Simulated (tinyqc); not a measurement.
Inside a calculation. Method: extended Hueckel theory, for BeH2-. The parameters take no account of the charge, which enters only through the electron count, and nothing here shows that the anion is bound. Computed by tinyqc, a small Python program that keeps every step (integrals from PySCF). Settings: charge = -1, K = 1.75, weighted = 1, multiplicity = 2. Command: `OMP_NUM_THREADS=1 python tinyqc.py 29059 29060 out.jsonl` (the two numbers bound the seeds that draw the settings). One thread of a shared host (Intel(R) Xeon(R) Processor @ 2.60GHz), about 0.01 s of CPU time with the checks.

## Overlaps

Geometry (angstrom):
```
atom         x          y         z
Be    0.000000   0.000000  0.000000
H     0.000000   1.224000  0.104000
H     0.000000  -1.224000  0.104000
```

Parameters chosen for this run:
```
element  shell  Slater exponent   H_ii (eV)
Be          2s         0.975000  -10.000000
Be          2p         0.975000   -6.000000
H           1s         1.300000  -13.600000
```

Slater orbitals, each expanded in six Gaussians scaled to its exponent.

overlap S, order 1Be 2s, 1Be 2px, 1Be 2py, 1Be 2pz, 2H 1s, 3H 1s:
```
[[1.000000, 0.000000, 0.000000, 0.000000, 0.489294, 0.489294],
 [0.000000, 1.000000, 0.000000, 0.000000, 0.000000, 0.000000],
 [0.000000, 0.000000, 1.000000, 0.000000, 0.560902, -0.560902],
 [0.000000, 0.000000, 0.000000, 1.000000, 0.047658, 0.047658],
 [0.489294, 0.000000, 0.560902, 0.047658, 1.000000, 0.046622],
 [0.489294, 0.000000, -0.560902, 0.047658, 0.046622, 1.000000]]
```

## Wolfsberg-Helmholz matrix

diagonal H_ii (eV): [-10.000000, -6.000000, -6.000000, -6.000000, -13.600000, -13.600000]

K = 1.750000

H_ij = K' S_ij (H_ii + H_jj)/2 for i != j (the diagonal keeps H_ii), with K' = K + D^2 + D^4 (1 - K), D = (H_ii - H_jj)/(H_ii + H_jj), K = 1.75.

H (eV), order 1Be 2s, 1Be 2px, 1Be 2py, 1Be 2pz, 2H 1s, 3H 1s:
```
[[-10.000000, 0.000000, 0.000000, 0.000000, -10.235922, -10.235922],
 [0.000000, -6.000000, 0.000000, 0.000000, 0.000000, 0.000000],
 [0.000000, 0.000000, -6.000000, 0.000000, -10.352739, 10.352739],
 [0.000000, 0.000000, 0.000000, -6.000000, -0.879644, -0.879644],
 [-10.235922, 0.000000, -10.352739, -0.879644, -13.600000, -1.109602],
 [-10.235922, 0.000000, 10.352739, -0.879644, -1.109602, -13.600000]]
```

## Orbitals

valence electrons = 5

Solve H C = S C e through S^(-1/2); fill by pairs from the bottom, a degenerate level sharing its electrons equally; each orbital has its largest coefficient positive (the first on a tie).

orbital energies (eV): [-15.952954, -14.396993, -6.038129, -6.000000, 7.191516, 29.873500]

occupations: [2.000000, 2.000000, 1.000000, 0.000000, 0.000000, 0.000000]

coefficients, order 1Be 2s, 1Be 2px, 1Be 2py, 1Be 2pz, 2H 1s, 3H 1s:
```
[[0.390888, 0.000000, -0.117529, 0.000000, 1.297487, 0.000000],
 [0.000000, 0.000000, 0.000000, 1.000000, 0.000000, 0.000000],
 [0.000000, 0.293404, 0.000000, 0.000000, 0.000000, 1.689680],
 [0.011482, 0.000000, 0.992649, 0.000000, 0.150272, 0.000000],
 [0.478747, 0.540894, 0.031974, 0.000000, -0.810842, -1.117988],
 [0.478747, -0.540894, 0.031974, 0.000000, -0.810842, 1.117988]]
```

sum of one-electron energies = -66.738023 eV

## Mulliken analysis

P = C n C^T; charge = valence electrons (Be 2, H 1) minus the sum of (P S)_ii on the atom; overlap population = 2 sum P_ij S_ij between two atoms.

charges: [-0.199902, -0.400049, -0.400049]

Overlap populations:
```
pair      value
2-1    0.722716
3-1    0.722716
3-2   -0.011722
```
